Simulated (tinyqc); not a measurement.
Static constant against the gap: interband optics of a two-band s-p chain from momentum matrix elements.

H(k) = [[Es - 2 ts cos ka, 2i V sin ka], [-2i V sin ka, Ep_ + 2 tp cos ka]] in the basis s, p; the lower band is full, with two electrons a cell. The velocity operator times hbar is W = dH/dk (eV angstrom); intra-atomic dipoles are left out.

With w(k) = |<c|W|v>|^2 and D(k) = Ec - Ev, on the mesh k_j = (j + 1/2)/N (2 pi/a): eps(E) = 1 + (8 pi e2/(a Ar)) mean_j (w/D^2) [1/(D - E - i eta) + 1/(D + E + i eta)], e2 = e^2/(4 pi eps0); light polarised along the chains, no local fields.

Constants: e^2/(4 pi eps0) = 14.39964547 eV angstrom; hbar^2/2m0 = 3.80998211 eV angstrom^2.

Values chosen for the exercise:
```
symbol  value  unit        meaning
a       2.55   angstrom    period
Ep_     -3.11  eV          lower orbital (p)
ts      0.52   eV          s-s hopping
tp      0.68   eV          p-p hopping
V       1.17   eV          s-p hopping
Ar      7.9    angstrom^2  cross-section per chain
```

Es takes the values listed; mesh of 400 points; the Penn-type estimate is 1 + 8 pi c e2 n_eff/(a Ar Dm^2) with Dm the f-weighted mean of D, f = w/(c D), n_eff = 2 mean(f), c = hbar^2/2m0.

Results:
```
Es (eV),smallest D (eV),Dm (eV),n_eff,eps(0),estimate
2.90,3.610,6.174,1.374,4.706,3.467
3.20,3.910,6.470,1.322,4.114,3.161
3.70,4.410,6.963,1.242,3.388,2.753
4.20,4.910,7.457,1.171,2.879,2.441
5.20,5.910,8.444,1.049,2.231,2.007
6.20,6.910,9.433,0.948,1.855,1.729
8.20,8.910,11.416,0.794,1.464,1.417
```

eps(0) - 1 falls from 3.706 to 0.464, as Dm^-3.38; a fixed n_eff would give the power -2, and n_eff goes from 1.374 to 0.794. The single-gap estimate is low by 33.4 % of eps(0) - 1 in the first row and 10.0 % in the last, since 1/D^2 favours the smallest separations. n_eff need not equal the 2 electrons of the cell: a two-orbital basis with chosen hoppings does not obey the free-electron sum rule.

Computed by tinyqc, a small Python program: `OMP_NUM_THREADS=1 python tinyqc.py 1680369 1680370 out.jsonl` (the numbers bound the seed that draws the inputs); one thread of a shared host (Intel(R) Xeon(R) Processor @ 2.30GHz), about 0.01 s for the whole set of steps.
